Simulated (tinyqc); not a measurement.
Pariser-Parr-Pople SCF with singles CI, for the molecule C=Cc1ccccc1N (SMILES; centres numbered as the heavy atoms are written), step by step. One step of it, computed by the program tinyqc.

Question. Iteration 1: Fock matrix. F_rr = H_rr + P_rr gamma_rr / 2 + sum_(s != r) P_ss gamma_rs; F_rs = H_rs - P_rs gamma_rs / 2; E = tr P (H + F) / 2 + core repulsion sum_(r<s) z_r z_s gamma_rs.

P at the start:
```
           1C         2C         3C         4C         5C         6C         7C         8C
1C   1.124467   0.870629  -0.124467  -0.258577   0.124467   0.163522  -0.124467  -0.154713
2C   0.870629   1.000000   0.457339   0.000000  -0.095055   0.000000   0.008810   0.000000
3C  -0.124467   0.457339   1.124467   0.620861  -0.124467  -0.249768   0.124467   0.467463
4C  -0.258577   0.000000   0.620861   1.000000   0.670820   0.000000  -0.308536   0.000000
5C   0.124467  -0.095055  -0.124467   0.670820   1.124467   0.612052  -0.124467  -0.204672
6C   0.163522   0.000000  -0.249768   0.000000   0.612052   1.000000   0.715916   0.000000
7C  -0.124467   0.008810   0.124467  -0.308536  -0.124467   0.715916   1.124467   0.517421
8C  -0.154713   0.000000   0.467463   0.000000  -0.204672   0.000000   0.517421   1.000000
9N   0.249998  -0.154054  -0.249998  -0.049746   0.249998  -0.154054  -0.249998   0.669274

           9N
1C   0.249998
2C  -0.154054
3C  -0.249998
4C  -0.049746
5C   0.249998
6C  -0.154054
7C  -0.249998
8C   0.669274
9N   1.502132
```

core matrix H (eV):
```
            1C          2C          3C          4C          5C          6C          7C          8C
1C  -52.773874   -2.350000    0.000000    0.000000    0.000000    0.000000    0.000000    0.000000
2C   -2.350000  -57.726239   -2.350000    0.000000    0.000000    0.000000    0.000000    0.000000
3C    0.000000   -2.350000  -65.987735   -2.350000    0.000000    0.000000    0.000000   -2.350000
4C    0.000000    0.000000   -2.350000  -58.510314   -2.350000    0.000000    0.000000    0.000000
5C    0.000000    0.000000    0.000000   -2.350000  -55.278261   -2.350000    0.000000    0.000000
6C    0.000000    0.000000    0.000000    0.000000   -2.350000  -55.620796   -2.350000    0.000000
7C    0.000000    0.000000    0.000000    0.000000    0.000000   -2.350000  -60.042883   -2.350000
8C    0.000000    0.000000   -2.350000    0.000000    0.000000    0.000000   -2.350000  -68.948794
9N    0.000000    0.000000    0.000000    0.000000    0.000000    0.000000    0.000000   -2.340000

            9N
1C    0.000000
2C    0.000000
3C    0.000000
4C    0.000000
5C    0.000000
6C    0.000000
7C    0.000000
8C   -2.340000
9N  -68.153574
```

repulsion gamma_rs (eV):
```
           1C         2C         3C         4C         5C         6C         7C         8C
1C  11.420000   7.641321   5.269151   3.679914   2.873516   2.767742   3.283518   4.688788
2C   7.641321  11.420000   7.645560   5.269151   3.680404   3.284184   3.680292   5.268440
3C   5.269151   7.645560  11.420000   7.641321   5.267706   4.688788   5.267380   7.640267
4C   3.679914   5.269151   7.641321  11.420000   7.641644   5.268440   4.688580   5.267413
5C   2.873516   3.680404   5.267706   7.641644  11.420000   7.643685   5.269002   4.689067
6C   2.767742   3.284184   4.688788   5.268440   7.643685  11.420000   7.643686   5.269151
7C   3.283518   3.680292   5.267380   4.688580   5.269002   7.643686  11.420000   7.642758
8C   4.688788   5.268440   7.640267   5.267413   4.689067   5.269151   7.642758  11.420000
9N   5.519962   4.863443   5.518780   3.761925   3.341618   3.762560   5.518833   8.476454

           9N
1C   5.519962
2C   4.863443
3C   5.518780
4C   3.761925
5C   3.341618
6C   3.762560
7C   5.518833
8C   8.476454
9N  18.530000
```

Centres (angstrom, eV; a flat drawing with bonds scaled to 1.40 angstrom):
```
centre          x          y  core charge z          W   gamma_rr
1C      -2.756000  -0.226000              1  11.530000  11.420000
2C      -1.657000  -1.094000              1  11.530000  11.420000
3C      -0.357000  -0.577000              1  11.530000  11.420000
4C       0.742000  -1.445000              1  11.530000  11.420000
5C       2.043000  -0.927000              1  11.530000  11.420000
6C       2.245000   0.458000              1  11.530000  11.420000
7C       1.147000   1.326000              1  11.530000  11.420000
8C      -0.154000   0.809000              1  11.530000  11.420000
9N      -1.253000   1.677000              2  27.390000  18.530000
```

Give: F; pi energy.

Answer.

F (eV):
```
         1C       2C       3C       4C       5C       6C       7C       8C
1C  -6.4353  -5.6764   0.3279   0.4758  -0.1788  -0.2263   0.2043   0.3627
2C  -5.6764  -5.4225  -4.0983   0.0000   0.1749   0.0000  -0.0162   0.0000
3C   0.3279  -4.0983  -5.8898  -4.7221   0.3278   0.5856  -0.3278  -4.1358
4C   0.4758   0.0000  -4.7221  -4.7491  -4.9131   0.0000   0.7233   0.0000
5C  -0.1788   0.1749   0.3278  -4.9131  -5.1038  -4.6892   0.3279   0.4799
6C  -0.2263   0.0000   0.5856   0.0000  -4.6892  -4.8624  -5.0861   0.0000
7C   0.2043  -0.0162  -0.3278   0.7233   0.3279  -5.0861  -6.1368  -4.3273
8C   0.3627   0.0000  -4.1358   0.0000   0.4799   0.0000  -4.3273  -6.9707
9N  -0.6900   0.3746   0.6898   0.0936  -0.4177   0.2898   0.6898  -5.1765

          9N
1C   -0.6900
2C    0.3746
3C    0.6898
4C    0.0936
5C   -0.4177
6C    0.2898
7C    0.6898
8C   -5.1765
9N  -10.9960
```

pi energy = -145.6124 eV
